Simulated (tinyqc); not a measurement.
# Worked calculation: interface traps from C-V curves, high-low and Terman methods

Program tinyqc, `OMP_NUM_THREADS=1 python tinyqc.py 2030007 2030008 out.jsonl`; Intel Xeon 2.30GHz, shared host, one thread, about 0.01 s. Printed values are rounded.

MOS capacitor on an n-type substrate; psi is the band bending, negative in depletion; only majority carriers are counted. At the bending psi the Fermi level lies y = xi - psi below the conduction edge at the surface, xi = Vt ln(Nc/Nd). Dit(y) = D0 + D1 exp(-y/E1); traps fill up to the Fermi level, follow the bias and a slow signal, and do not follow a fast one. V is the gate voltage from flat band.

Values chosen for this exercise; band and dielectric values close to those of gallium nitride:
- T = 300 K (temperature)
- eps_r = 9.56 (relative permittivity)
- Nc = 2.33e18 cm^-3 (conduction-band density of states at T)
- Nd = 7.2e16 cm^-3 (donor density)
- EOT = 19 nm (equivalent oxide thickness)
- D0 = 2.1e11 cm^-2 eV^-1 (trap density far from the band edge)
- D1 = 7.4e12 cm^-2 eV^-1 (band-tail density at the conduction edge)
- E1 = 0.16 eV (decay energy of the tail)
- n = 7 (points)
- pa = -0.9 V (deepest band bending)
- pb = -0.039 V (shallowest band bending)

Constants: q = 1.602176634e-19 C, kB = 1.380649e-23 J/K, Vt = kB T/q, eps0 = 8.8541878128e-14 F/cm where lengths are in cm. Results are converted to the units shown.

Range of the model: Traps more than about 25 kB T below the conduction edge emit electrons too slowly to follow an ordinary sweep, so the deepest points are idealised.

## The curves

Cox = 3.9 eps0/EOT, LD = sqrt(eps0 eps_r Vt/(q Nd)), u = psi/Vt, Cd = (eps0 eps_r/(sqrt(2) LD)) |exp(u) - 1|/sqrt(exp(u) - u - 1). Ideal V0 = psi - sqrt(2) (eps0 eps_r Vt/LD) sqrt(exp(u) - u - 1)/Cox for psi < 0; the traps add dV = (q/Cox) times the integral of Dit from 0 to psi = (q/Cox) [D0 psi + D1 E1 exp(-xi/E1) (exp(psi/E1) - 1)]. 1/C_HF = 1/Cox + 1/Cd, 1/C_LF = 1/Cox + 1/(Cd + q Dit). Take n equally spaced psi from pa to pb.

```
point    psi (V)    y (eV)  Dit (cm^-2 eV^-1)    V0 (V)     V (V)  C_HF (nF/cm^2)  C_LF (nF/cm^2)
0      -0.900000  0.989886         2.25217e11  -1.61891  -2.37852         52.9575         68.8417
1      -0.756500  0.846386         2.47312e11  -1.41376  -2.14368         56.3839         72.7714
2      -0.613000  0.702886         3.01487e11  -1.20219  -1.89791         60.7214         78.9194
3      -0.469500  0.559386         4.34319e11  -0.98165  -1.63207         66.5123         89.0213
4      -0.326000  0.415886         7.60015e11  -0.74726  -1.32517         74.9455         105.115
5      -0.182500  0.272386         1.55860e12  -0.48685  -0.92556         89.5102         127.402
6      -0.039000  0.128886         3.51667e12  -0.14462  -0.28058         124.588         152.803
```

Cox = 181.744 nF/cm^2

At the deepest bending the traps stretch the gate voltage from -1.62 to -2.38 V.

## High-low extraction

q Dit = (1/C_LF - 1/Cox)^(-1) - (1/C_HF - 1/Cox)^(-1) at each point.

Dit by high-low, point 0 to 6 (cm^-2 eV^-1): 2.25217e11  2.47312e11  3.01487e11  4.34319e11  7.60015e11  1.55860e12  3.51667e12

With a true high-frequency curve this returns Dit exactly.

## Terman extraction

psi at each point follows from C_HF and the ideal curve. Dit = (Cox/q) d(V - V0)/dpsi by central differences over the two neighbours.

Dit by Terman, point 1 to 5 (cm^-2 eV^-1): 2.52520e11  3.14255e11  4.65626e11  8.36776e11  1.74681e12

The differences overstate the curved tail; the largest error is 12 %, at point 5.
